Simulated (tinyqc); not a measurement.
Composition and strain of an epitaxial Si(1-x)Ge(x) layer from Raman and X-ray peaks. From Si-Si peak back to Ge fraction x. Computed by tinyqc, a small Python program. Command: `OMP_NUM_THREADS=1 python tinyqc.py 3008621 3008622 out.jsonl epiraman inv`. One thread of a shared host (Intel(R) Xeon(R) Processor @ 2.30GHz), about 0.01 s of CPU time with the checks.

A (001) layer, biaxially strained in the plane. The Raman peaks follow empirical lines omega = w0 + c1 x + c3 x^3 + b eps (c3 for Si-Ge alone), with eps the in-plane strain.

Inputs (values chosen for the exercise, modelled on silicon-germanium):
```
quantity                     value      unit
degree of relaxation R           0         -
Ge fraction y of the buffer   0.89         -
lattice constant of Si       5.431  angstrom
lattice constant of Ge       5.658  angstrom
bowing B                     0.025  angstrom
2 C12/C11 of Si              0.764         -
2 C12/C11 of Ge              0.759         -
Si-Si: w0                    520.9      1/cm
Si-Si: c1                    -68.2      1/cm
Si-Si: strain coefficient b   -722      1/cm
Si-Ge: w0                      400      1/cm
Si-Ge: c1                     23.3      1/cm
Si-Ge: c3                    -30.9      1/cm
Si-Ge: strain coefficient b   -581      1/cm
Ge-Ge: w0                    280.6      1/cm
Ge-Ge: c1                     18.9      1/cm
Ge-Ge: strain coefficient b   -420      1/cm
```

Substrate: relaxed alloy buffer.

Method:
- Relaxed lattice constant a(x) = a_Si + (a_Ge - a_Si) x - B x (1 - x).
- In-plane constant a_par = a_sub + R (a(x) - a_sub); eps = a_par/a(x) - 1; eps_perp = -(2 C12/C11) eps with 2 C12/C11 linear in x; a_perp = a(x) (1 + eps_perp). The buffer has a_sub = a(y).
- Insert x and eps in the three lines; the strain part is b eps.

Question. A run gave the result below. Find the Ge fraction x, known to lie between 0.37 and 0.7.

Si-Si peak = 471.882 1/cm

Answer.

Each step takes the trial c = (a f_b - b f_a)/(f_b - f_a), f being the result less the target and a, b, c the logarithms of the listed values; c replaces end b, the old b replaces a if the sign of f changed, and otherwise f_a is halved.

Scan of the range:
```
Ge fraction x  Si-Si peak (1/cm)
0.370                    479.753
0.411                    478.172
0.458                    476.367
0.509                    474.420
0.566                    472.256
0.629                    469.880
0.700                    467.222
```

False position (Illinois rule, in the logarithm of the input) inside the bracket:
```
step     end a     end b     trial  Si-Si peak (1/cm)
1     0.566000  0.629000  0.575493            471.897
2     0.629000  0.575493  0.575885            471.883
3     0.629000  0.575885  0.575916            471.881
4     0.575885  0.575916  0.575901            471.882
```

Si-Si peak falls at every point of a 13-point scan of the range (every second point is shown), so one value fits; it is bracketed by 0.566 and 0.629. Answer: Ge fraction x = 0.5759.
